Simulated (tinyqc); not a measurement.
Precursor delivery by bubblers, mass-transport growth and the solid composition of a III-V alloy: one step, computed by the program tinyqc. Command: `OMP_NUM_THREADS=1 python tinyqc.py 3023185 3023186 out.jsonl movpe_thermo walk`. One thread of a shared host (Intel(R) Xeon(R) Processor @ 2.30GHz), about 0.02 s of CPU time with the checks.

1 sccm = 44.615 micromol/min; 1 torr = 133.322 Pa. The sources decompose fully at the surface.

Task: Mass transport. Mean velocity u = (F_t/A)(760/p)(T/273); D = D0 (T/273)^1.75 (760/p); boundary layer delta = sqrt(pi D z/u); flux = D dp/(delta k_B T); growth rate = flux x a^3/4.

Inputs (values chosen for the exercise, modelled on triethylgallium (source 1) and trimethylindium (source 2) for the vapour pressures): total flow F_t = 13 slm; reactor pressure p = 760 torr; growth temperature T = 870 K; diffusivity at 273 K and 760 torr = 0.38 cm^2/s; flow cross-section A = 64 cm^2; distance from the leading edge z = 9.7 cm; lattice constant a = 5.77 angstrom.

Constants: k_B = 1.380649e-23 J/K.

Give: velocity u; D; boundary layer delta; growth rate per torr of group III.

Result:

velocity u = 10.789 cm/s

D = 2.8884 cm^2/s

boundary layer delta = 2.8563 cm

growth rate per torr of group III = 19.405 micrometre/(h torr)

Caution: the boundary layer is a quarter or more of the root of the cross-section, so it fills much of the channel and depletion along the flow matters.
